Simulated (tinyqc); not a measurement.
Opening the gap, as alloying or pressure does: deep trap from a strong local potential in a two-band host (Koster-Slater model with semi-elliptic bands). Computed by tinyqc, a small Python program. Command: `OMP_NUM_THREADS=1 python tinyqc.py 3029693 3029694 out.jsonl deeptrap walk`. One thread of a shared host (Intel(R) Xeon(R) Processor @ 2.30GHz), about 0.03 s of CPU time with the checks.

The valence band spans -2 W_v to 0 and the conduction band E_g to E_g + 2 W_c. The orbital at the impurity site has weight f_v in the valence band and 1 - f_v in the conduction band, each spread as a semi-ellipse (2/(pi W^2)) sqrt(W^2 - x^2) about the band centre. The impurity adds U to this orbital. Spin is left out.

Inputs (values chosen for the exercise, with a gap close to that of beta-Ga2O3):
```
quantity                                value  unit
gap E_g                                   4.8    eV
half-width of the valence band W_v        2.9    eV
half-width of the conduction band W_c     2.2    eV
valence weight f_v of the site orbital   0.54     -
impurity potential U                     19.7    eV
```

Impurity: repulsive, acceptor-like.

Method:
- In the gap G(E) = f_v (2/W_v^2)[x - sqrt(x^2 - W_v^2)] - (1 - f_v)(2/W_c^2)[y - sqrt(y^2 - W_c^2)], x = E + W_v, y = E_g + W_c - E.
- The trap level solves G(E) = 1/U (bisection). With D = -dG/dE = D_v + D_c, D_v = f_v (2/W_v^2)[x/sqrt(x^2 - W_v^2) - 1] and D_c = (1 - f_v)(2/W_c^2)[y/sqrt(y^2 - W_c^2) - 1], the weight on the impurity orbital is 1/(U^2 D) and the conduction-band character is D_c/D.
- The conduction band is shifted rigidly; widths, weights and U stay.

Against the gap:
```
E_g (eV)  E_t (eV)  depth below E_c (eV)  conduction character
2.40        0.7668                1.6332               0.34049
3.12        1.0078                2.1122               0.32868
3.84        1.2399                2.6001               0.31582
4.32        1.3894                2.9306               0.30705
4.80        1.5346                3.2654               0.29828
5.52        1.7447                3.7753               0.28527
6.24        1.9455                4.2945               0.27256
7.68        2.3204                5.3596               0.24839
```

As the conduction band moves up by 5.280 eV the level follows by 1.554 eV, a mean slope of 0.29; the local slope is the conduction character. A shallow donor would follow with slope 1 and a shallow acceptor with slope 0.
